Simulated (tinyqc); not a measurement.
Correlation length: interface roughness in a thin film (subband fluctuation and scattering).

Square well of width t, barriers V0, c = hbar^2/2m0: E1 solves k t + 2 atan[(k/mz)/(kappa/mb)] = pi, k = sqrt(mz E/c), kappa = sqrt(mb (V0 - E)/c). One interface is rough, so the subband edge fluctuates by G dt with G = |dE1/dt| (central difference of 0.01 angstrom; 2 E1/t for hard walls).

Gaussian roughness spectrum S(q) = pi D^2 Lc^2 exp(-q^2 Lc^2/4). Degenerate gas, taken to fill one subband (the second starts to fill once c kF^2/md exceeds E2 - E1, which is not tested here): kF = sqrt(2 pi Ns/gv), q = 2 kF sin(theta/2), 1/tau = (md/(2 pi c hbar)) G^2 times the integral from 0 to pi of S(q)(1 - cos theta)/eps(q)^2 dtheta, eps(q) = 1 + qs/q with screening (qs = gv md q0/(c eps), q0 = e^2/(4 pi eps0), form factors left out, which overstates the screening; other scattering is left out too, so these values lie far above measured mobilities in all but the thinnest films) or 1 without; mobility = tau c2/md with c2 = e/m0 = 1.75882e15 cm^2/(V s^2); 1e12/cm^2 = 1e-4/angstrom^2.

Constants: hbar^2/2m0 = 3.80998211 eV angstrom^2; hbar = 6.58211957e-16 eV s; e^2/(4 pi eps0) = 14.39964547 eV angstrom.

Values chosen for the exercise (near those of a thin Si channel on (100), two-fold valleys; the results hold for these values, not for the real material): t = 32 angstrom (film thickness); mz = 0.907 m0 (confinement mass); V0 = 3.04 eV (barrier); mb = 0.51 m0 (barrier mass); md = 0.185 m0 (mass in the plane); gv = 2 (valleys); D = 1.5 angstrom (rms height of the roughness); Ns = 2.4 x 1e12/cm^2 (sheet density); eps = 7.7 (mean dielectric constant at the channel); Ll = (5, 10, 16, 25, 40, 65, 100) angstrom (correlation lengths).

Fixed D; bare and screened mobility.

Results:

| Lc (angstrom) | kF Lc | bare mobility (cm^2/(V s)) | screened mobility (cm^2/(V s)) |
|---|---|---|---|
| 5 | 0.14 | 3.19e+05 | 7.55e+06 |
| 10 | 0.27 | 8.33e+04 | 1.98e+06 |
| 16 | 0.44 | 3.55e+04 | 8.50e+05 |
| 25 | 0.69 | 1.78e+04 | 4.36e+05 |
| 40 | 1.10 | 1.16e+04 | 3.04e+05 |
| 65 | 1.78 | 1.38e+04 | 4.70e+05 |
| 100 | 2.75 | 2.52e+04 | 1.69e+06 |

What can be read from this table?

The bare mobility is lowest at Lc = 40 angstrom of those listed (kF Lc = 1.10). The screened mobility is lowest at Lc = 40 angstrom of those listed (kF Lc = 1.10). Short roughness averages out (mobility as 1/Lc^2; the first two rows give exponent -1.94), and long roughness deflects only by small angles (bare mobility rising as Lc; the last two rows give 1.40).

Computed by tinyqc, a small Python program: `OMP_NUM_THREADS=1 python tinyqc.py 1252759 1252760 out.jsonl` (the numbers bound the seed that draws the inputs); one thread of a shared host (Intel(R) Xeon(R) Processor @ 2.30GHz), about 0.01 s for the whole set of steps.
